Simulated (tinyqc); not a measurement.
# Worked calculation: undoped symmetric double-gate MOSFET, analytic potential model

Computed by the program tinyqc: `OMP_NUM_THREADS=1 python tinyqc.py 2440173 2440174 out.jsonl`, one thread of a shared Intel Xeon 2.30GHz, about 0.02 s for the whole run. Printed values are rounded.

An undoped body of thickness ts between two equal insulators and tied gates; long channel, electrons only, n = ni exp((psi - V)/Vt) with V the quasi-Fermi potential (0 at the source, Vd at the drain), constant mobility, no quantisation. Across the body psi(x) = V - 2 Vt ln[(ts/(2 beta)) sqrt(q ni/(2 eps0 eps_r Vt)) cos(2 beta x/ts)], x from the centre. Q is the electron charge per area of the whole body.

Inputs (values chosen for the exercise); material values close to those of In0.53Ga0.47As:
- T = 300 K (temperature)
- Eg = 0.746 eV (band gap)
- eps_r = 14.2 (relative permittivity of the semiconductor)
- Nc = 2.1e17 cm^-3 (conduction-band density of states at T)
- Nv = 7.65e18 cm^-3 (valence-band density of states at T)
- eox = 25.3 (relative permittivity of the gate insulator)
- tox = 9.3 nm (insulator thickness)
- ts = 8 nm (body thickness)
- dphi = 0.24 V (gate work function less that of the intrinsic body)
- mu = 400 cm^2/(V s) (channel mobility)
- L = 2 um (gate length)
- Vg = 0.93 V (gate voltage)
- Vd = 0.8 V (drain voltage)

Constants: q = 1.602176634e-19 C, kB = 1.380649e-23 J/K, Vt = kB T/q, eps0 = 8.8541878128e-14 F/cm where lengths are in cm. Results are converted to the units shown.

Range of the model: The surface density at the source passes 0.3 Nc, where Boltzmann statistics fail.

## Constants of the body

ni = sqrt(Nc Nv) exp(-Eg/(2 Vt)), Eg in volts; r = eps_r tox/(eox ts); V0 = dphi + 2 Vt ln[(2/ts) sqrt(2 eps0 eps_r Vt/(q ni))].

ni = 6.867777e11 cm^-3
r = 0.6524704
V0 = 0.6309288 V

## Iteration 1: beta at the source by Newton steps in z = ln(tan beta)

z at the start = -1

With V = 0, t = exp(z), beta = arctan(t): f = ln(beta) + (1/2) ln(1 + t^2) + 2 r beta t - (Vg - V0)/(2 Vt); with c = t/(1 + t^2), df/dz = c/beta + t c + 2 r t (c + beta); z(new) = z - f/(df/dz).

beta = 0.3525134
f = -6.594270
df/dz = 1.363174
z after iteration 1 = 3.837437

## Iteration 2: beta at the source by Newton steps in z = ln(tan beta)

As before.

beta = 1.549251
f = 92.30998
df/dz = 96.13661
z after iteration 2 = 2.877241

The value that enters this step is an overshoot, farther from the solution than the start was, so its intermediate quantities are not physical.

## Course of the iteration: beta at the source by Newton steps in z = ln(tan beta)

Stop when z changes by less than 1e-11, or after 60 iterations.

Course of the iteration:
```
iteration         z  |change|
1          3.837437      4.84
2          2.877241     0.960
3          2.006094     0.871
4          1.359680     0.646
5          1.073423     0.286
6          1.030915    0.0425
7          1.030117   7.98e-4
8          1.030116   2.74e-7
9          1.030116   < 1e-12
```

Converged in 9 iterations. At the end the number of correct digits about doubles with each step.

## Charges and drain current

beta_s = 1.227930
beta_d = 6.199881e-5

beta (between 0 and pi/2) solves (Vg - V0 - V)/(2 Vt) = ln(beta) - ln(cos beta) + 2 r beta tan(beta). Q = 8 eps0 eps_r Vt beta tan(beta)/ts; I = mu (1/L)(4 eps0 eps_r/ts)(2 Vt)^2 [g(beta_s) - g(beta_d)] per width, g = beta tan(beta) - beta^2/2 + r beta^2 tan^2(beta), with beta_s at V = 0 and beta_d at V = Vd.

Qs = 1118.095 nC/cm^2
Qd = 1.249390e-6 nC/cm^2
g(beta_s) = 10.40669
g(beta_d) = 1.921926e-9
I = 34.97823 uA/um

The term r beta^2 tan^2(beta), which gives the square law, makes up 74.2 % of g at the source.

## Potential and electron density across the body at the source

x/ts, point 0 to 6: 0  0.1  0.2  0.3  0.4  0.45  0.5

psi(x) as above with V = 0 and beta = beta_s; n = ni exp(psi/Vt).

```
point    psi (V)    n (cm^-3)
0      0.4015452  3.823648e18
1      0.4031203  4.063861e18
2      0.4080501  4.917639e18
3      0.4170680  6.970290e18
4      0.4319809  1.241010e19
5      0.4429448  1.896538e19
6      0.4579069  3.383085e19
```

The density at the surface is 8.85 times that at the centre (1/cos^2 beta). It reaches 160 Nc, where Boltzmann statistics overestimate it.
